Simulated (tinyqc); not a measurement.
# Changing the temperature T

Model: chemical vapour deposition: Grove model, boundary layer, depletion and step coverage. Computed by tinyqc, a small Python program. Command: `OMP_NUM_THREADS=1 python tinyqc.py 3020192 3020193 out.jsonl cvd sweep`. One thread of a shared host (Intel(R) Xeon(R) Processor @ 2.30GHz), about 0.03 s of CPU time with the checks.

A precursor diffuses to the surface and reacts there at first order; each molecule that reacts adds one formula unit of film.

Inputs (values chosen for the exercise, close to those used for silicon dioxide from an alkoxysilane): prefactor k0 of k_s = 9.3e+08 cm/s; activation energy E = 1.89 eV; total pressure p = 760 torr; mole fraction of the precursor Y = 0.006; gas diffusivity D0 at 273.15 K and 760 torr = 0.41 cm^2/s; film density N = 2.2e+22 formula units/cm^3; precursor mass M = 208 u; trench width w = 0.35 um; aspect ratio of the trench = 87; gas velocity U = 70 cm/s; kinematic viscosity nu0 at 273.15 K and 760 torr = 0.74 cm^2/s; susceptor length L = 54 cm; channel height b = 4.7 cm.

Reactor: horizontal, atmospheric.

Constants: k_B = 1.380649e-23 J/K; u = 1.6605390666e-27 kg; k_B = 8.617333262e-05 eV/K.

Method:
- k_s = k0 exp(-E/(k_B T)); C_g = Y p/(k_B T), 1 torr = 133.322 Pa; D = D0 (T/273.15)^1.75 (760/p).
- Temperatures in kelvin are T(C) + 273.15.
- Mean speed c = sqrt(8 k_B T/(pi M)); reactive sticking probability beta = 4 k_s/c.
- nu = nu0 (T/273.15)^1.75 (760/p); Re = U L/nu; mean boundary layer delta = (2/3) L/sqrt(Re), at most b/2; h_g = D/delta.
- Fluxes in series: C_s = C_g/(1 + k_s/h_g); growth rate G = k_s h_g/(k_s + h_g) C_g/N; 1 cm/s = 6e8 nm/min.
- Plug flow: U b dC/dx = -k_eff C with k_eff = k_s h_g/(k_s + h_g), so C falls as exp(-k_eff x/(U b)); the used share of the precursor is 1 - C(L)/C(0).
- In a long trench of width w and depth l = aspect ratio x w: Knudsen diffusivity D_K = (2w) c/3 (hydraulic diameter 2w), combined as 1/D_e = 1/D_K + 1/D; D_e d2C/dz2 = 2 k_s C/w with D_e dC/dz = -k_s C at the floor. With m = sqrt(2 k_s/(w D_e)): C(floor)/C(top) = 1/[cosh(m l) + (k_s/(D_e m)) sinh(m l)].

One run for each value; columns: (1) temperature T (C); (2) growth rate G at the inlet (nm/min); (3) step coverage; (4) rate at the outlet over rate at the inlet; (5) sticking probability beta:
```
(1)     (2)      (3)      (4)         (5)
590    11.9  0.99594  0.99860  1.1568e-06
620    26.8  0.99075  0.99673  2.6701e-06
650    57.1  0.98012  0.99282  5.8334e-06
680   114.5  0.95966  0.98519  1.2127e-05
710   216.3  0.92288  0.97136  2.4096e-05
740   382.3  0.86180  0.94844  4.5952e-05
770   627.5  0.76969  0.91443  8.4400e-05
800   949.1  0.64619  0.87005  1.4978e-04
830  1318.4  0.50173  0.81973  2.5754e-04
```

Describe and explain the trends.

Over the rows, growth rate G at the inlet (nm/min) rises from 11.9 to 1320; step coverage falls from 0.996 to 0.502; rate at the outlet over rate at the inlet falls from 0.999 to 0.820. Heating multiplies the growth rate by 111 over the range, while step coverage goes from 0.996 to 0.502: a higher sticking probability starves the depth of the trench.

Caution (all rows): the hydraulic-diameter form of D_K is rough for a slit. Caution (rows 830): a growth rate above 1 um/min is far higher than usual for an oxide or nitride film.
